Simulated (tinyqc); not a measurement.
X-ray reflectivity of a thin film on silicon: critical angles, Parratt recursion, fringes and roughness. From one set of inputs to another, one input at a time. Computed by tinyqc, a small Python program. Command: `OMP_NUM_THREADS=1 python tinyqc.py 3121489 3121490 out.jsonl xrr ladder`. One thread of a shared host (Intel(R) Xeon(R) Processor @ 2.30GHz), about 0.01 s of CPU time with the checks.

n = 1 - delta + i beta; the classical electron radius is r_e = 2.8179403e-6 nm. Layer 0 is vacuum, 1 the film, 2 the substrate.

The inputs printed are set A. Set A is modelled on ruthenium on silicon, copper K-alpha radiation; the values taken over come from a set modelled on copper on silicon, copper K-alpha radiation. Inputs not listed in the table keep their values of set A, so the rows need not describe a real material.

Inputs (values chosen for the exercise, modelled on ruthenium on silicon, copper K-alpha radiation):

| quantity | value | unit |
|---|---|---|
| wavelength lambda | 0.15406 | nm |
| film density rho | 13.1 | g/cm^3 |
| effective electrons per unit mass, film | 0.436 | mol/g |
| beta/delta, film | 0.081 | - |
| film thickness d | 19.7 | nm |
| roughness of the surface sigma_1 | 0.5 | nm |
| roughness of the interface sigma_2 | 0.27 | nm |
| substrate density | 2.33 | g/cm^3 |
| effective electrons per unit mass, substrate | 0.507 | mol/g |
| beta/delta, substrate | 0.023 | - |
| grazing angle theta | 2.12 | degrees |

Constants: N_A = 6.02214076e+23 1/mol.

Method:
- delta = r_e lambda^2 rho_e/(2 pi), rho_e = density x electrons per mass x N_A; critical angle sqrt(2 delta), q_c = 4 sqrt(pi r_e rho_e).
- k_j = (2 pi/lambda) sqrt(sin^2 theta - 2 delta_j + 2 i beta_j); r_ij = (k_i - k_j)/(k_i + k_j) x exp(-2 k_i k_j sigma^2) (Nevot-Croce); r = (r_01 + r_12 p)/(1 + r_01 r_12 p), p = exp(2 i k_1 d); R = |r|^2.
- Far above the critical angle the period is d theta = lambda/(2 d), or 2 pi/d in q; the envelope runs between (|r_01| - |r_12 p|)^2 and (|r_01| + |r_12 p|)^2; contrast = 2 a b/(a^2 + b^2) with a = |r_01|, b = |r_12 p|; roughness factors on the amplitudes are about exp(-q^2 sigma^2/2).

Each row keeps all changes above it:

| input moved | from | to | contrast | critical angle of the film (degrees) | period in theta (degrees) |
|---|---|---|---|---|---|
| set A | - | - | 0.91455 | 0.49030 | 0.2240 |
| grazing angle theta (degrees) | 2.12 | 1.28 | 0.98537 | 0.49030 | 0.2240 |
| beta/delta, film | 0.081 | 0.024 | 0.99994 | 0.49030 | 0.2240 |
| roughness of the surface sigma_1 (nm) | 0.5 | 0.17 | 0.94175 | 0.49030 | 0.2240 |
| film density rho (g/cm^3) | 13.1 | 8.9 | 0.90276 | 0.40413 | 0.2240 |
| film thickness d (nm) | 19.7 | 3.8 | 0.91656 | 0.40413 | 1.1614 |
| roughness of the interface sigma_2 (nm) | 0.27 | 0.62 | 0.69446 | 0.40413 | 1.1614 |

Contrast goes from 0.915 to 0.694, a factor 0.759 in all. The largest single move comes from roughness of the interface sigma_2 (a factor 0.758), and grazing angle theta works against it (a factor 1.08). Critical angle of the film goes from 0.490 to 0.404, a factor 0.824 in all. The largest single move comes from film density rho (a factor 0.824). Period in theta goes from 0.224 to 1.16, a factor 5.18 in all. The largest single move comes from film thickness d (a factor 5.18). The single moves hold for this order of the switches; the total does not depend on the order.

Extremes, crossings and ranges named in words are read from the listed rows.
